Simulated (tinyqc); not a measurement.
From results back to parameters: Weaire-Thorpe hybrids on a Bethe lattice: gap and dangling bond of an amorphous tetrahedral solid. Five cases, with inputs chosen for the exercise.

Problem. In the Weaire-Thorpe model the two p-like peaks lie at -V2 + V1 and V2 + V1, and the guaranteed gap is 2 V2 - 4 V1. The peak positions come from hidden V1 and V2.

Case 1.

peaks (eV): bonding -2.610, antibonding 6.110

Case 2.

peaks (eV): bonding -2.140, antibonding 6.060

Case 3.

peaks (eV): bonding -2.370, antibonding 6.110

Case 4.

peaks (eV): bonding -2.640, antibonding 6.200

Case 5.

peaks (eV): bonding -2.450, antibonding 6.190

Find: V1, V2; guaranteed gap; lowest possible level -3 V1 - V2.

Solution. The mean of the peaks is V1 and half their distance V2.

Case 1.

V1, V2 (eV): 1.75  4.36

guaranteed gap = 1.72 eV
lowest possible level -3 V1 - V2 = -9.61 eV

Case 2.

V1, V2 (eV): 1.96  4.10

guaranteed gap = 0.36 eV
lowest possible level -3 V1 - V2 = -9.98 eV

Case 3.

V1, V2 (eV): 1.87  4.24

guaranteed gap = 1.00 eV
lowest possible level -3 V1 - V2 = -9.85 eV

Case 4.

V1, V2 (eV): 1.78  4.42

guaranteed gap = 1.72 eV
lowest possible level -3 V1 - V2 = -9.76 eV

Case 5.

V1, V2 (eV): 1.87  4.32

guaranteed gap = 1.16 eV
lowest possible level -3 V1 - V2 = -9.93 eV

Computed by tinyqc, one run a case: `OMP_NUM_THREADS=1 python tinyqc.py N N+1 out.jsonl` with N = 1481613, 1481631, 1481656, 1481680, 1481712; one thread of a shared Intel(R) Xeon(R) Processor @ 2.30GHz, about 0.06 s a run at most.
